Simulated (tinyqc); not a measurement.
# Series resistance and length offset from two lengths at two overdrives

Inverse problem. In strong inversion R W = Rsd + k(x)(L - dL), k(x) = (1 + th1 x)/(mu0 Cox x), x the overdrive, Cox = eps0 eox/tox, with Rsd and dL independent of x. Find dL, Rsd, mu0 and th1.

Parameters, values chosen for the exercise:
- eox = 25.7 (relative permittivity of the gate insulator (close to zirconium oxide))
- tox = 5.1 nm (insulator thickness)

Constants: eps0 = 8.8541878128e-14 F/cm where lengths are in cm. Results are converted to the units shown.

total resistance times width (ohm um):
```
,L = 0.12 um,L = 0.97 um
overdrive 0.55 V,626.967381,3878.54787
overdrive 1.17 V,430.822619,2152.83387
```

Answer. At each overdrive R W is a straight line in L; the two lines cross at L = dL, R W = Rsd. Their slopes give k x = (1 + th1 x)/(mu0 Cox), a straight line in x.

dL = 0.01100 um
Rsd = 210.0 ohm um
mu0 = 120.0 cm^2/(V s)
th1 = 0.2300 1/V

Computed by the program tinyqc: `OMP_NUM_THREADS=1 python tinyqc.py 2210116 2210117 out.jsonl`, one thread of a shared Intel Xeon 2.30GHz, about 0.01 s for the whole run.
